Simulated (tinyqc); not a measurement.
Size effects in the resistivity of thin metal films and interconnect lines: one step, computed by the program tinyqc.

Electrons lose their drift at surfaces (a share 1 - p of the hits) and at grain boundaries (reflection R), besides bulk scattering. The line sits in a trench with a non-conducting liner on both walls and the bottom; the spacing equals the drawn width.

Problem. Resistance and delay. Total: rho = rho_b [1 + surface excess + grain excess]; resistance per length rho/(w_m h_m); capacitance per length C = 2 k eps_0 (aspect ratio + 1/2), a parallel-plate estimate for two neighbours plus a fixed term for the planes above and below; delay 0.38 R C L^2; effective resistivity per drawn area.

Inputs (values chosen for the exercise, modelled on silver): bulk resistivity rho_b = 1.57 microohm cm; aspect ratio (height over width) = 1.9; line length = 4.4 micrometre; permittivity of the dielectric k = 3.6.

Geometry: line.

rho/rho_b from surfaces = 2.994032

rho/rho_b from grains = 3.840739

metal width w_m = 17.2 nm

metal height h_m = 35.2 nm

share of the trench filled by metal = 88.26943 %

Constants: eps_0 = 8.8541878128e-12 F/m.

Give: resistivity rho; resistance per length; capacitance per length; RC delay; effective resistivity per drawn area.

Solution.

resistivity rho = 9.161 microohm cm

resistance per length = 151.3 ohm/micrometre

capacitance per length = 0.1530 fF/micrometre

RC delay = 0.1703 ps

effective resistivity per drawn area = 10.38 microohm cm

Of the factor 6.61 over bulk, scattering gives 5.83 and the liner 1.13; within scattering, grain boundaries outweigh surfaces (2.84 against 1.99, grains first).
